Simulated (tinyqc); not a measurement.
## Bandgap voltage reference from two bipolar transistors: output against temperature

Two transistors of area 1 and N carry the same current I. Is(T) = Is (T/T0)^eta exp[(Vg0 q/kB)(1/T0 - 1/T)], VBE1 = Vt ln(I/Is(T)) + I rb, VBE2 = Vt ln(I/(N Is(T))) + I rb/N. The amplifier forces I R1(T) = VBE1 - VBE2 + Vos, with R(T) = R (1 + tc (T - T0)) for both resistors, and the output is Vref = VBE1 + I R2(T). Base currents and the Early effect are neglected.

Vt = kB T/q; I = (Vt ln N + Vos)/(R1(T) - rb (1 - 1/N)).

Parameters, values chosen for the exercise; values of the order met in silicon bipolar transistors: reference temperature T0 = 298 K; band-gap voltage extrapolated to 0 K Vg0 = 1.172 V; temperature exponent of the saturation current eta = 3.9; saturation current of the unit transistor at T0 Is = 8.2e-17 A; area ratio of the second transistor N = 4; resistor across which the difference of VBE falls, at T0 R1 = 13 kohm; temperature coefficient of both resistors tc = 0 ppm/K; offset of the amplifier Vos = 0.7 mV; series resistance of the unit transistor rb = 38 ohm; output resistor at T0 R2 = 224 kohm.

Constants: q = 1.602176634e-19 C, kB = 1.380649e-23 J/K. Results are converted to the units shown.

Output against temperature:
```
T (K)  I (uA)  VBE1 (V)  I R2 (V)  Vref (V)  Vref - Vref(T0) (mV)  dVref/dT (uV/K)
218     2.062    0.7875    0.4618     1.249               -0.4691            46.96
233     2.200    0.7571    0.4928     1.250                0.1092            30.33
253     2.384    0.7163    0.5340     1.250                0.5072            9.746
273     2.568    0.6750    0.5753     1.250                0.5095           -9.270
298     2.798    0.6229    0.6268     1.250                     0           -31.17
323     3.029    0.5703    0.6784     1.249                -1.034           -51.30
348     3.259    0.5172    0.7300     1.247                -2.553           -69.94
373     3.489    0.4637    0.7816     1.245                -4.520           -87.28
398     3.719    0.4097    0.8331     1.243                -6.907           -103.5
423     3.950    0.3554    0.8847     1.240                -9.687           -118.7
```

Read the table: what changes, and by how much?

VBE1 falls by 2.11 mV/K on average and I R2 rises by 2.06 mV/K. The slope of Vref vanishes at T = 263 K. Between 233 and 398 K Vref spans 7.46 mV, or 36.2 ppm/K by the box method (span over the average over T, over 165 K).

Computed by the program tinyqc: `OMP_NUM_THREADS=1 python tinyqc.py 2062024 2062025 out.jsonl`, one thread of a shared Intel Xeon 2.30GHz, about 0.02 s for the whole run.
